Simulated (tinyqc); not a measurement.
Gated two-dimensional channel with two bands, quantum capacitance: one step of the calculation.

phi is the Fermi level above the lowest band edge, in volts; Vg is counted from the gate voltage at which an empty channel would have phi = 0. The channel has no thickness; trap charge is -q Dit phi.

Question. Gate capacitance. Cox = eps0 eox/tox.

Values chosen for this exercise: relative permittivity of the gate insulator (close to silicon dioxide) eox = 3.9; insulator thickness tox = 3.8 nm.

Constants: eps0 = 8.8541878128e-14 F/cm where lengths are in cm. Results are converted to the units shown.

Wanted: Cox.

Answer.

Cox = 0.9087 uF/cm^2

Numbers from tinyqc (`OMP_NUM_THREADS=1 python tinyqc.py 2200028 2200029 out.jsonl`; about 0.01 s on one thread of a shared Intel Xeon 2.30GHz).
